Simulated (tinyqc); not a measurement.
# Elastic trap-assisted tunnelling through a dielectric, step by step

Numbers from tinyqc (`OMP_NUM_THREADS=1 python tinyqc.py 2370002 2370003 out.jsonl`; about 0.03 s on one thread of a shared Intel Xeon 2.30GHz). Printed values are rounded.

Emitter at x = 0 (Fermi level 0), collector at x = t (Fermi level -V), band edge U(x) = phi - F x, F = V/t. A trap at x has the energy E = U(x) - Et. With G(u) = (4/(3 F)) sqrt(mo/C) max(u, 0)^1.5, C = hbar^2/(2 m0): S1 = G(phi - E) - G(Et), S2 = G(Et) - G(phi - V - E), T1,2 = exp(-S1,2). The steady rate through one trap is nu T1 T2 (f1 - f2)/(T1 + T2), f1 = f(E), f2 = f(E + V), f(y) = 1/(1 + exp(y/Vt)); both contacts offer states at E.

Inputs (values chosen for the exercise); dielectric values close to those of silicon dioxide: temperature T = 300 K; barrier above the emitter Fermi level phi = 3.01 eV; tunnelling mass mo = 0.48 m0; thickness t = 6.2 nm; trap depth below the band edge of the dielectric Et = 2.52 eV; trap density Nt = 3.5e17 cm^-3; attempt frequency nu = 1e14 1/s; points of the grid n = 9; voltage V = 2.05 V; left end of the grid xa = 2.22 nm; right end of the grid xb = 3.28 nm.

Constants: q = 1.602176634e-19 C, kB = 1.380649e-23 J/K, hbar = 1.054571817e-34 J s, m0 = 9.1093837015e-31 kg, Vt = kB T/q, hbar^2/(2 m0) = 0.0380998212 eV nm^2. Results are converted to the units shown.

Range of the model: Phonon-assisted (inelastic) capture, chains of traps and a spread of trap depths are left out.

## Rate through a trap near the best position

n equally spaced x from xa to xb, where nearly all of the current flows; J = q Nt times the integral of the rate, by Simpson's rule.

| point | x (nm) | E (eV) | S1 | S2 | f1 - f2 | rate (1/s) |
|---|---|---|---|---|---|---|
| 0 | 2.22000 | -0.244032 | 26.7592 | 38.3480 | 0.999920 | 0.00221637 |
| 1 | 2.35250 | -0.287843 | 28.4617 | 37.3065 | 0.999985 | 0.00627918 |
| 2 | 2.48500 | -0.331653 | 30.1754 | 36.2467 | 0.999997 | 0.0180830 |
| 3 | 2.61750 | -0.375464 | 31.9005 | 35.1686 | 1.00000 | 0.0513121 |
| 4 | 2.75000 | -0.419274 | 33.6368 | 34.0728 | 1.00000 | 0.0967799 |
| 5 | 2.88250 | -0.463085 | 35.3841 | 32.9594 | 1.00000 | 0.0394490 |
| 6 | 3.01500 | -0.506895 | 37.1426 | 31.8288 | 1.00000 | 0.00736296 |
| 7 | 3.14750 | -0.550706 | 38.9120 | 30.6811 | 1.00000 | 0.00126072 |
| 8 | 3.28000 | -0.594516 | 40.6923 | 29.5166 | 1.00000 | 2.12585e-4 |

J = 1.58530e-10 A/cm^2

A converged quadrature gives 1.661e-10 A/cm^2; this grid is 4.6 % below that. The rate peaks at x = 2.75 nm; traps sink below the emitter Fermi level beyond x = 1.48 nm.

## The best-placed trap against direct tunnelling

xs = 2.75 nm

At x = xs: E, S1, S2 and the occupation (T1 f1 + T2 f2)/(T1 + T2). Direct tunnelling at E = 0 has S = (4/(3 F)) sqrt(mo/C) [phi^1.5 - max(phi - V, 0)^1.5].

E = -0.419274 eV
S1 = 33.6368
S2 = 34.0728
occupation = 0.607318
S of direct tunnelling = 61.2825

The harder of the two steps has S = 34.1, 55.6 % of the direct exponent: the trap splits one long tunnelling path into two short ones.
